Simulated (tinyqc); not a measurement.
What each parameter does: strained quantum well: band edges, subbands and transparency.

Growth on (001), barriers unstrained: tr(e) = e (2 - nu2), Z = b e (1 + nu2); Ec = Ev + Eg + ac tr(e), E_HH = Ev + av tr(e) + Z, E_LH = Ev + av tr(e) - Z (coupling to the split-off band left out).

Masses along z: me, 1/(g1 - 2 g2) for HH, 1/(g1 + 2 g2) for LH, likewise in the barrier; in the plane me, 1/(g1 + g2) for HH and 1/(g1 - g2) for LH (no mixing, which understates the hole masses away from k = 0). Level n solves k L + 2 atan[(k/m)/(kappa/mb)] = n pi, k = sqrt(m E/c), kappa = sqrt(mb (V - E)/c), c = hbar^2/2m0.

Transparency (Bernard-Duraffourg): Fc - Fv equals the lowest transition energy with n = p, n = sum m/(2 pi c) kB T ln(1 + exp((Fc - E)/kB T)) and p likewise over the listed subbands; c = hbar^2/2m0, 1/angstrom^2 = 1e16/cm^2.

Constants: hbar^2/2m0 = 3.80998211 eV angstrom^2; kB = 8.617333262e-05 eV/K; hc = 1239.841984 eV nm.

Parameters, chosen for this exercise (near those of an InGaAs/InP well; the results hold for these values, not for the real material):
- e = -0.0071 (strain in the plane)
- nu2 = 1.015 (2 C12/C11)
- Eg = 0.612 eV (unstrained gap of the well)
- Ev = -0.578 eV (its valence edge)
- ac = -5.83 eV
- av = 1.06 eV (Ev moves by av tr(e))
- b = -1.87 eV (shear potential)
- Egb = 1.347 eV (gap of the barrier)
- Evb = -0.94 eV (its valence edge)
- L = 86 angstrom (well width)
- me = 0.0387 m0 (electron mass)
- g1 = 15.31 (gamma1)
- g2 = 6.18 (gamma2)
- meb = 0.08 m0
- g1b = 5.08
- g2b = 1.6
- T = 300 K (temperature)

Edge wavelength, hh1 - lh1 and n_tr.

Results for these values:

| case | wavelength (nm) | hh1 - lh1 (meV) | n_tr (1e12/cm^2) |
|---|---|---|---|
| base | 1774.9 | 90.7 | 0.380 |

What happens to each result for g1 = 16.23, all else kept?

Answer: wavelength falls from 1774.9 to 1768.9; hh1 - lh1 falls from 90.7 to 88.8; n_tr falls from 0.380 to 0.362.

The same for each parameter in turn:

| case | wavelength (nm) | hh1 - lh1 (meV) | n_tr (1e12/cm^2) |
|---|---|---|---|
| base | 1774.9 | 90.7 | 0.380 |
| L = 78 angstrom | 1751.7 | 94.7 | 0.368 |
| e = -0.0091 | 1761.3 | 105.2 | 0.375 |
| Eg = 0.592 eV | 1824.2 | 90.7 | 0.380 |
| b = -2.15 eV | 1785.1 | 98.4 | 0.377 |
| ac = -5.25 eV | 1784.7 | 90.7 | 0.380 |
| me = 0.0426 m0 | 1779.7 | 90.7 | 0.401 |
| g1 = 16.23 | 1768.9 | 88.8 | 0.362 |
| T = 340 K | 1774.9 | 90.7 | 0.446 |

Computed by tinyqc, a small Python program: `OMP_NUM_THREADS=1 python tinyqc.py 1281824 1281825 out.jsonl` (the numbers bound the seed that draws the inputs); one thread of a shared host (Intel(R) Xeon(R) Processor @ 2.30GHz), about 0.01 s for the whole set of steps.
